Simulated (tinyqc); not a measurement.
Worked calculation: Hubbard chain of 4 sites. Computed by tinyqc, a small Python program that keeps every step. Settings: hopping = 1.17, U = 7.6, mixing = 1, iteration cap = 68. Command: `OMP_NUM_THREADS=1 python tinyqc.py 27088 27089 out.jsonl` (the two numbers bound the seeds that draw the settings). One thread of a shared host (Intel(R) Xeon(R) Processor @ 2.60GHz), about 0.2 s of CPU time with the checks. Later iterations appear only in the table of the cycle.

## Mean-field iteration 1

one-body matrix (hopping and site energies) (eV):
```
          1         2         3         4
1  -0.64000  -1.17000   0.00000   0.00000
2  -1.17000  -0.22000  -1.17000   0.00000
3   0.00000  -1.17000   0.59000  -1.17000
4   0.00000   0.00000  -1.17000  -0.87000
```

U = 7.60000 eV

electrons, up and down: 2  2

mixing = 1

n(up) at the start (a guess, not normalised): 1 0.55000, 2 0.45000, 3 0.55000, 4 0.45000

n(down) at the start (a guess): 1 0.45000, 2 0.55000, 3 0.45000, 4 0.55000

H(up) = T + U n(down), H(down) = T + U n(up); fill the lowest levels; n(new) = n + mixing (n(out) - n); E = tr T (rho up + rho down) + U sum n_up n_down of the output.

levels, up (eV): 1.71713  2.54228  4.11860  5.68199

levels, down (eV): 1.63909  2.35205  4.21875  5.85011

energy = 1.10490 eV

n(up) after iteration 1: 1 0.71569, 2 0.32299, 3 0.39976, 4 0.56156

n(down) after iteration 1: 1 0.35826, 2 0.59118, 3 0.20335, 4 0.84722

## Mean-field iteration 2

As before.

levels, up (eV): 1.08078  1.94240  5.00134  6.03549

levels, down (eV): 1.13574  2.73585  4.72502  5.46339

energy = 0.30705 eV

n(up) after iteration 2: 1 0.87928, 2 0.21012, 3 0.84081, 4 0.06979

n(down) after iteration 2: 1 0.12365, 2 0.81423, 3 0.42508, 4 0.63704

## Mean-field iteration 3

As before.

levels, up (eV): 0.05159  2.53177  4.73265  6.74400

levels, down (eV): -0.54315  0.91833  6.25796  7.42686

energy = -0.81744 eV

n(up) after iteration 3: 1 0.96471, 2 0.09006, 3 0.57101, 4 0.37423

n(down) after iteration 3: 1 0.04773, 2 0.92091, 3 0.05328, 4 0.97808

## Convergence

Each step fills the lowest levels of T + U n(other spin) and sets n(new) = n + mixing (n(out) - n); stop when output and input agree to 1e-8.

Course of the cycle:
```
iteration      E (eV)  largest |n(out) - n(in)|  mean |n_up - n_down|
1           1.1048962                  2.97e-01               0.27692
2           0.3070487                  4.92e-01               0.58568
3          -0.8174427                  3.72e-01               0.71735
4          -1.9082837                  3.63e-01               0.87415
5          -2.2033178                  9.57e-02               0.91346
6          -2.2188894                  2.47e-02               0.92518
7          -2.2192470                  2.41e-03               0.92639
8          -2.2192545                  4.89e-04               0.92664
9          -2.2192546                  4.76e-05               0.92667
10         -2.2192546                  1.00e-05               0.92668
11         -2.2192546                  1.05e-06               0.92668
12         -2.2192546                  2.15e-07               0.92668
13         -2.2192546                  2.40e-08               0.92668
14         -2.2192546                  4.71e-09               0.92668
```

local moments n_up - n_down: 1 0.95213, 2 -0.90506, 3 0.90122, 4 -0.94829

Converged in 14 iterations. Before convergence this energy mixes input and output and is not variational, so it may rise towards its limit.

## Exact diagonalisation (36 states)

Lowest levels of the sector, and the double occupancy of the lowest state.

lowest levels (eV): -2.73036  -2.28632  -1.82683  -1.59157  -1.34903  -1.14000

double occupancy per site = 0.04559

The mean-field solution above lies 0.5111 eV above the exact energy.

## The lowest level by Lanczos steps

From a random start vector (not printed): a_j = <q_j|H|q_j>, b_j = norm of the remainder after orthogonalising; the Ritz value is the lowest eigenvalue of the tridiagonal matrix of a and b so far.

Lanczos:
```
j   a_j (eV)  b_j (eV)  lowest Ritz value (eV)
1    5.83151   5.94082               5.8315098
2    5.46267   5.83768              -0.2965971
3    8.52816   4.13521              -2.1503529
4    8.21448   4.66800              -2.4419465
5    7.28370   5.19814              -2.5265647
6    4.38355   4.57441              -2.6079825
7    9.80032   4.26255              -2.6714675
8    9.49954   4.82789              -2.6874023
9    3.10093   4.64217              -2.6983736
10   7.13405   3.93138              -2.7168774
```
